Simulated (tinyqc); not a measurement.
Haynes-Shockley experiment: drift, diffusion and decay of a minority-carrier pulse. From one set of inputs to another, one input at a time. Computed by tinyqc, a small Python program. Command: `OMP_NUM_THREADS=1 python tinyqc.py 3112528 3112529 out.jsonl haynes ladder`. One thread of a shared host (Intel(R) Xeon(R) Processor @ 2.30GHz), about 0.01 s of CPU time with the checks.

A thin sheet of excess carriers is made at x = 0, t = 0 in a long uniform bar; injection is low, so the pulse moves with the minority mobility.

The inputs printed are set A. Set A is modelled on electrons in p-type silicon in a lightly doped bar; the values taken over come from a set modelled on electrons in p-type germanium in a lightly doped bar. Inputs not listed in the table keep their values of set A, so the rows need not describe a real material.

Inputs (values chosen for the exercise, modelled on electrons in p-type silicon in a lightly doped bar):
```
quantity                       value         unit
minority mobility mu            1480   cm^2/(V s)
lifetime tau                      29  microsecond
temperature T                    330            K
field F                           21         V/cm
distance d to the collector     0.94           cm
injected sheet density N0    2.7e+09       1/cm^2
```

Constants: k_B = 8.617333262e-05 eV/K.

Method:
- D = mu k_B T/e, v = mu F.
- Transit time d/v, diffusion length sqrt(D tau), drift length v tau, Peclet number v d/D = e F d/(k_B T).
- dn(x, t) = N0/sqrt(4 pi D t) exp(-(x - v t)^2/(4 D t) - t/tau).
- At fixed x the signal peaks where d ln(dn)/dt = 0: a t^2 + t/2 - x^2/(4 D) = 0 with a = v^2/(4 D) + 1/tau.
- The full width at half maximum is found by solving dn(x, t) = peak/2 on both sides of the peak.
- With w the full width at half maximum: mu = d/(F t_p); D = (w d)^2/(16 ln2 t_p^3); Einstein ratio D/mu against k_B T/e.

Each row keeps all changes above it:
```
input moved                               from          to  peak density (1/cm^3)  width at half maximum (microsecond)  apparent D (cm^2/s)
set A                                        -           -             7.5494e+09                               3.8022                42.19
injected sheet density N0 (1/cm^2)  2700000000  2500000000             6.9902e+09                               3.8022                42.19
minority mobility mu (cm^2/(V s))         1480        3580             1.2860e+10                               1.5760               102.05
temperature T (K)                          330         250             1.4770e+10                               1.3726                77.27
field F (V/cm)                              21          27             1.8425e+10                               0.9422                77.24
distance d to the collector (cm)          0.94        0.95             1.8263e+10                               0.9472                77.23
lifetime tau (microsecond)                  29          72             2.2354e+10                               0.9477                77.23
```

Peak density goes from 7.55e9 to 2.24e10, a factor 2.96 in all. The largest single move comes from minority mobility mu (a factor 1.84), and injected sheet density N0 works against it (a factor 0.926). Width at half maximum goes from 3.80 to 0.948, a factor 0.249 in all. The largest single move comes from minority mobility mu (a factor 0.414). Apparent D goes from 42.2 to 77.2, a factor 1.83 in all. The largest single move comes from minority mobility mu (a factor 2.42), and temperature T works against it (a factor 0.757). The single moves hold for this order of the switches; the total does not depend on the order.

Extremes, crossings and ranges named in words are read from the listed rows.
